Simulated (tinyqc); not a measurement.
Inside a calculation. Model: thin-body transistor below threshold, two-dimensional Poisson equation on a small mesh.

Program tinyqc, `OMP_NUM_THREADS=1 python tinyqc.py 2480038 2480039 out.jsonl`; Intel Xeon 2.30GHz, shared host, one thread, about 0.1 s. Printed values are rounded.

A thin body on a thick buried insulator of low permittivity, taken as carrying no normal field at the bottom of the body (row 0). Mobile charge is neglected (subthreshold), the body is fully depleted, and potentials are counted from the intrinsic level; rows run upward to the gate, columns from source to drain.

Parameters, values chosen for the exercise; semiconductor permittivity made up:
- T = 273 K (temperature)
- eps_r = 12.2 (relative permittivity of the semiconductor)
- eox = 3.9 (relative permittivity of the insulator)
- tb = 6 nm (body thickness)
- tox = 2.2 nm (insulator thickness)
- L = 57 nm (channel length)
- Na = 0 cm^-3 (acceptor density of the depleted body)
- Vbi = 0.49 V (potential of the source)
- Vfb = 0.02 V (gate offset)
- Vg = 0.1 V (gate voltage)
- Vd = 0.05 V (drain voltage)

Constants: q = 1.602176634e-19 C, kB = 1.380649e-23 J/K, Vt = kB T/q, eps0 = 8.8541878128e-14 F/cm where lengths are in cm. Results are converted to the units shown.

## Coefficients of the five-point equations

Mesh: rows i = 0..3 in the semiconductor (step hs = tb/3, row 3 on the interface), then 1 step(s) ho = tox/1 up to the gate row 4; columns j = 0..6 (step hy = L/6). Box integration, divided by eps0: up_i = eps hy/h of the interval above row i, dn_i = that of the interval below (0 for row 0), lat_i = (sum of eps h/2 over the intervals above and below)/hy, s_i = -q Na w_i hy/eps0 with w_i the semiconductor height of the box (hs/2 for row 0 and the interface row, hs between, 0 in the insulator). Each free node obeys (up + dn + 2 lat) psi = up psi(above) + dn psi(below) + lat [psi(left) + psi(right)] + s.

| row | up | dn | lat | s (V) |
|---|---|---|---|---|
| 0 | 57.95 | 0 | 1.284211 | 0 |
| 1 | 57.95 | 57.95 | 2.568421 | 0 |
| 2 | 57.95 | 57.95 | 2.568421 | 0 |
| 3 | 16.84091 | 57.95 | 1.735789 | 0 |

## Iteration 1: over-relaxation sweep (omega = 1.2)

psi at the start (fixed values on the edges, free nodes at the gate value) (V):

|  | j=0 | j=1 | j=2 | j=3 | j=4 | j=5 | j=6 |
|---|---|---|---|---|---|---|---|
| row 0 | 0.4900000 | 0.0800000 | 0.0800000 | 0.0800000 | 0.0800000 | 0.0800000 | 0.5400000 |
| row 1 | 0.4900000 | 0.0800000 | 0.0800000 | 0.0800000 | 0.0800000 | 0.0800000 | 0.5400000 |
| row 2 | 0.4900000 | 0.0800000 | 0.0800000 | 0.0800000 | 0.0800000 | 0.0800000 | 0.5400000 |
| row 3 | 0.4900000 | 0.0800000 | 0.0800000 | 0.0800000 | 0.0800000 | 0.0800000 | 0.5400000 |
| row 4 | 0.0800000 | 0.0800000 | 0.0800000 | 0.0800000 | 0.0800000 | 0.0800000 | 0.0800000 |

Free nodes: rows 0..3, columns 1..5, taken row by row from row 0, left to right. t = (up psi(above) + dn psi(below) + lat [psi(left) + psi(right)] + s)/(up + dn + 2 lat), with the newest neighbours; psi(new) = psi + 1.2 (t - psi).

psi after iteration 1 (V):

|  | j=0 | j=1 | j=2 | j=3 | j=4 | j=5 | j=6 |
|---|---|---|---|---|---|---|---|
| row 0 | 0.4900000 | 0.0904403 | 0.0802659 | 0.0800068 | 0.0800002 | 0.0917135 | 0.5400000 |
| row 1 | 0.4900000 | 0.0964387 | 0.0805713 | 0.0800184 | 0.0800006 | 0.0984434 | 0.5400000 |
| row 2 | 0.4900000 | 0.0998849 | 0.0808346 | 0.0800318 | 0.0800011 | 0.1023099 | 0.5400000 |
| row 3 | 0.4900000 | 0.1085808 | 0.0815023 | 0.0800683 | 0.0800028 | 0.1120664 | 0.5400000 |
| row 4 | 0.0800000 | 0.0800000 | 0.0800000 | 0.0800000 | 0.0800000 | 0.0800000 | 0.0800000 |

## Iteration 2: over-relaxation sweep (omega = 1.2)

As before.

psi after iteration 2 (V):

|  | j=0 | j=1 | j=2 | j=3 | j=4 | j=5 | j=6 |
|---|---|---|---|---|---|---|---|
| row 0 | 0.4900000 | 0.1072482 | 0.0812974 | 0.0800529 | 0.0803002 | 0.1105712 | 0.5400000 |
| row 1 | 0.4900000 | 0.1142468 | 0.0819832 | 0.0800955 | 0.0806451 | 0.1184234 | 0.5400000 |
| row 2 | 0.4900000 | 0.1225813 | 0.0829207 | 0.0801621 | 0.0809443 | 0.1277745 | 0.5400000 |
| row 3 | 0.4900000 | 0.1230715 | 0.0834429 | 0.0802221 | 0.0816978 | 0.1283247 | 0.5400000 |
| row 4 | 0.0800000 | 0.0800000 | 0.0800000 | 0.0800000 | 0.0800000 | 0.0800000 | 0.0800000 |

## Course of the iteration: over-relaxation sweep (omega = 1.2)

Stop when the largest change of psi is below 1e-7 V, or after 400 iterations. Fixed values: gate row Vg - Vfb; column 0 at Vbi and the last column at Vbi + Vd in the semiconductor, each running linearly to Vg - Vfb across the insulator.

Course of the iteration:

| iteration | psi at row 0, j = 3 (V) | largest \|change\| of one entry (V) |
|---|---|---|
| 1 | 0.08000677 | 0.0321 |
| 2 | 0.08005287 | 0.0255 |
| 3 | 0.08018704 | 0.0217 |
| 4 | 0.08051335 | 0.0212 |
| 5 | 0.08106771 | 0.0160 |
| 6 | 0.08190016 | 0.0125 |
| 7 | 0.08297377 | 9.92e-3 |
| 8 | 0.08423095 | 7.91e-3 |
| 9 | 0.08561670 | 6.35e-3 |
| ... | ... | ... |
| 85 | 0.1065179 | 2.76e-7 |
| 86 | 0.1065181 | 2.43e-7 |
| 87 | 0.1065183 | 2.14e-7 |
| 88 | 0.1065185 | 1.89e-7 |
| 89 | 0.1065187 | 1.66e-7 |
| 90 | 0.1065188 | 1.46e-7 |
| 91 | 0.1065190 | 1.29e-7 |
| 92 | 0.1065191 | 1.14e-7 |
| 93 | 0.1065192 | 1.00e-7 |

Converged in 93 iterations. At the end each change is about 0.88 times the one before: linear convergence.

## Barrier, swing and barrier lowering

converged psi (V):

|  | j=0 | j=1 | j=2 | j=3 | j=4 | j=5 | j=6 |
|---|---|---|---|---|---|---|---|
| row 0 | 0.4900000 | 0.2171511 | 0.1256792 | 0.1065199 | 0.1302839 | 0.2336104 | 0.5400000 |
| row 1 | 0.4900000 | 0.2131317 | 0.1240767 | 0.1055687 | 0.1285207 | 0.2291104 | 0.5400000 |
| row 2 | 0.4900000 | 0.2007881 | 0.1193475 | 0.1027800 | 0.1233166 | 0.2152896 | 0.5400000 |
| row 3 | 0.4900000 | 0.1792358 | 0.1117430 | 0.0983467 | 0.1149462 | 0.1911535 | 0.5400000 |
| row 4 | 0.0800000 | 0.0800000 | 0.0800000 | 0.0800000 | 0.0800000 | 0.0800000 | 0.0800000 |

d psi/dVg on row 0: j=0 0.0000000, j=1 0.6657914, j=2 0.8896976, j=3 0.9390347, j=4 0.8896976, j=5 0.6657914, j=6 0.0000000
d psi/dVd on row 0: j=0 0.000000, j=1 0.002512, j=2 0.009104, j=3 0.030483, j=4 0.101198, j=5 0.331697, j=6 1.000000

The barrier is read along row 0, the path farthest from the gate. Take the node j of lowest psi: barrier Vbi - psi_j; swing Vt ln 10/(d psi_j/dVg); DIBL = (d psi_j/dVd)/(d psi_j/dVg). The derivatives solve the same equations with s = 0 and a unit change of that voltage.

j = 3
barrier = 0.3834801 V
swing = 57.68589 mV/decade
DIBL = 32.46171 mV/V

A mesh of 12, 8 and 80 steps (semiconductor, insulator, channel) gives a barrier of 0.389 V, a swing of 56.9 mV a decade and a DIBL of 23.8 mV/V; the small mesh puts the barrier 1.5 % below that.
